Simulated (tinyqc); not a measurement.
Threshold-voltage variability of a planar MOSFET, analytic estimates: one step of the calculation.

Three independent sources add in quadrature: random dopants in the depleted layer, metal-gate grains of two orientations, and roughness of the two gate edges acting through the roll-off VT = VT(long) - Vr exp(-L/l). These are first-order estimates: no three-dimensional electrostatics, no percolation.

Problem. Random dopants. ni = sqrt(Nc Nv) exp(-Eg/(2 Vt)), Eg in volts; Cox = 3.9 eps0/ti; Wd = sqrt(4 eps0 eps_r Vt ln(Na/ni)/(q Na)); dopants: s1 = (q/Cox) sqrt(Na Wd/(3 L W)). The slope A1 = s1 sqrt(L W); mean number of dopants Na L W Wd.

Values chosen for this exercise; material values close to those of silicon:
```
symbol    value   unit                                     meaning
T           300      K                                 temperature
Eg         1.12     eV                                    band gap
eps_r      11.5         relative permittivity of the semiconductor
Nc      2.82e19  cm^-3      conduction-band density of states at T
Nv      2.64e19  cm^-3         valence-band density of states at T
Na       1.6e18  cm^-3                              channel doping
ti          1.6     nm     oxide-equivalent thickness in inversion
L            45     nm                                 gate length
W            98     nm                                  gate width
```

Constants: q = 1.602176634e-19 C, kB = 1.380649e-23 J/K, Vt = kB T/q, eps0 = 8.8541878128e-14 F/cm where lengths are in cm. Results are converted to the units shown.

Give: Cox; Wd; mean number of dopants; A1; s1.

Solution.

Cox = 2.158 uF/cm^2
Wd = 27.81 nm
mean number of dopants = 196.2
A1 = 0.9041 mV um
s1 = 13.61 mV

Counting alone, 1/sqrt(N) of the depletion voltage q Na Wd/Cox = 330 mV, would give sqrt(3) times more: dopants deep in the layer act less on the surface.

Computed by the program tinyqc: `OMP_NUM_THREADS=1 python tinyqc.py 2090096 2090097 out.jsonl`, one thread of a shared Intel Xeon 2.30GHz, about 0.01 s for the whole run.
